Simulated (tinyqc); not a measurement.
# CMOS inverter, nodal equation and switching: effect of the supply voltage

An n-channel pull-down (bn, VTn) and a p-channel pull-up (bp, VTp) share the input Vin and the output node Vout, which carries the load C. Transistor (EKV form, voltages against the body): I = 2 n b Vt^2 [F(vp - Vs) - F(vp - Vd)] from drain to source, F(v) = ln^2(1 + exp(v/(2 Vt))), vp = (Vg - VT + sg |Vd - Vs|)/n. n-channel bodies are at 0; for the p-channel device all voltages are counted down from Vdd. b in uA/V^2 gives I in uA. Static: In = Ip. Transient: C dVout/dt = Ip - In. No velocity saturation, no gate capacitance beyond C.

VM solves In = Ip with Vin = Vout; VIL and VIH are the inputs of gain -1, NML = VIL - Vout(VIH), NMH = Vout(VIL) - VIH. For a step input the delay to Vdd/2 is tHL = C times the integral of dV/(In - Ip) from Vdd/2 to Vdd at Vin = Vdd, and tLH likewise with Ip - In from 0 to Vdd/2 at Vin = 0.

Inputs (values chosen for the exercise): temperature T = 300 K; slope factor n = 1.14; drain-induced barrier lowering sg = 0.071; n-channel threshold VTn = 0.35 V; p-channel threshold (magnitude) VTp = 0.41 V; gain factor of the pull-down transistor bn = 460 uA/V^2; gain factor of the pull-up transistor bp = 920 uA/V^2; load capacitance C = 0.28 fF.

Constants: q = 1.602176634e-19 C, kB = 1.380649e-23 J/K, Vt = kB T/q. Results are converted to the units shown.

Effect of the supply voltage:

| Vdd (V) | VM (V) | gain at VM | NML (V) | NMH (V) | tHL (ps) | tLH (ps) |
|---|---|---|---|---|---|---|
| 0.2 | 0.08202 | -9.772 | 0.04730 | 0.08678 | 4989 | 1.809e4 |
| 0.3 | 0.1317 | -13.24 | 0.09361 | 0.1329 | 303.2 | 883.0 |
| 0.4 | 0.1818 | -13.95 | 0.1397 | 0.1787 | 37.07 | 63.78 |
| 0.5 | 0.2322 | -14.06 | 0.1855 | 0.2236 | 10.79 | 11.28 |
| 0.6 | 0.2831 | -14.08 | 0.2303 | 0.2665 | 5.228 | 4.184 |
| 0.8 | 0.3883 | -14.08 | 0.3146 | 0.3387 | 2.292 | 1.485 |
| 1 | 0.4995 | -14.08 | 0.3926 | 0.3843 | 1.409 | 0.8402 |
| 1.2 | 0.6147 | -14.08 | 0.4696 | 0.4110 | 1.005 | 0.5734 |

As Vdd goes from 0.2 to 1.2 V, VM rises from 0.0820 to 0.615 V, the size of the gain rises from 9.77 to 14.1, tHL falls from 4990 to 1.00 ps and tLH falls from 18100 to 0.573 ps. The smaller margin is largest, 0.411 V, at Vdd = 1.2 V among the rows. For Vdd = 1 to 1.2 V the overdrive passes 0.5 V, where velocity saturation, left out here, would lengthen the delays of short devices. For Vdd = 0.2 to 0.4 V the supply is below a threshold, where mismatch, left out here, dominates margins and delay.

Numbers from tinyqc (`OMP_NUM_THREADS=1 python tinyqc.py 2340167 2340168 out.jsonl`; about 0.06 s on one thread of a shared Intel Xeon 2.30GHz).
